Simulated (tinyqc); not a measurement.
Changing the dose Q: implant damage, amorphisation by cascade overlap, and solid-phase epitaxial regrowth. Computed by tinyqc, a small Python program. Command: `OMP_NUM_THREADS=1 python tinyqc.py 3110663 3110664 out.jsonl sper sweep`. One thread of a shared host (Intel(R) Xeon(R) Processor @ 2.30GHz), about 0.01 s of CPU time with the checks.

Range and width of the damage are inputs. Dynamic annealing enters only through the surviving share f.

Inputs (values chosen for the exercise, modelled on arsenic ions in silicon): atomic density N = 49.9 1/nm^3; ion Z1 = 33; ion mass M1 = 74.9 u; target Z2 = 14; target mass M2 = 28.09 u; ion energy E = 58 keV; displacement energy E_d = 15 eV; depth of the damage peak R_d = 42 nm; width of the damage profile s_d = 24 nm; share of defects that survive f = 0.5; critical displaced share x_c = 0.083; regrowth prefactor v0 = 5.3e+15 nm/s; regrowth energy E_a = 2.71 eV; anneal temperature = 546 C; rate relative to (100) = 0.33; peak enhancement by the dopant = 1.9.

Constants: a_0 = 0.529177210903 angstrom; e^2/(4 pi eps_0) = 14.39964548 eV angstrom; k_B = 8.617333262e-05 eV/K.

Method:
- Robinson partition: eps = E a M2/(Z1 Z2 (e^2/(4 pi eps_0)) (M1 + M2)), a = 0.8853 a_0/sqrt(Z1^(2/3) + Z2^(2/3)); k = 0.0793 Z1^(2/3) Z2^(1/2) (M1 + M2)^(3/2)/((Z1^(2/3) + Z2^(2/3))^(3/4) M1^(3/2) M2^(1/2)); damage energy T_d = E/(1 + k (eps + 0.40244 eps^(3/4) + 3.4008 eps^(1/6))); displacements nu = 0.8 T_d/(2 E_d).
- Displaced share x(z) = f nu Q exp(-(z - R_d)^2/(2 s_d^2))/(sqrt(2 pi) s_d N); the layer is amorphous where x > x_c, between R_d -/+ s_d sqrt(2 ln(x_max/x_c)), the upper edge being cut at the surface. Threshold dose Q_c = Q x_c/x_max.
- Displaced atoms per area beyond the lower edge z2: f nu Q (1/2) erfc((z2 - R_d)/(sqrt2 s_d)); they are not removed by regrowth.
- v = v0 x orientation factor x exp(-E_a/(k_B T)) x [1 + (enhancement - 1) exp(-(z - R_d)^2/(2 s_d^2))], T = anneal temperature + 273.15 K; the dopant is taken to follow the damage profile; the lower front moves from the lower edge z2 to the surface, or to the middle (z1 + z2)/2 of a buried layer with upper edge z1; time = int dz/v; the equivalent undoped distance is that time times the undoped velocity.

One run for each value:
```
dose Q (1/cm^2)  lower edge (nm)  upper edge (nm)  displaced atoms beyond z2 (1/cm^2)  time with enhancement (s)
6.20e+13                   61.84           22.159                          7.1605e+15                      296.3
1.30e+14                   77.31            6.693                          5.1929e+15                      581.5
2.60e+14                   87.22            0.000                          4.3767e+15                     1526.2
5.40e+14                   95.73            0.000                          3.8433e+15                     1732.9
1.10e+15                  102.88            0.000                          3.4801e+15                     1915.9
2.30e+15                  109.50            0.000                          3.1967e+15                     2089.7
4.70e+15                  115.35            0.000                          2.9803e+15                     2245.2
9.70e+15                  120.83            0.000                          2.8009e+15                     2392.1
2.00e+16                  125.95            0.000                          2.6510e+15                     2529.6
```

What does the table show?

Over the rows, lower edge (nm) rises from 61.8 to 126 (exponent d ln y / d ln x 0.30 between the first rows and 0.057 between the last); upper edge (nm) falls from 22.2 to 0, flat over part of the range; displaced atoms beyond z2 (1/cm^2) falls from 7.16e15 to 2.65e15 (exponent d ln y / d ln x -0.43 between the first rows and -0.076 between the last).  Left out: 3.00e13 (the dose does not amorphise).
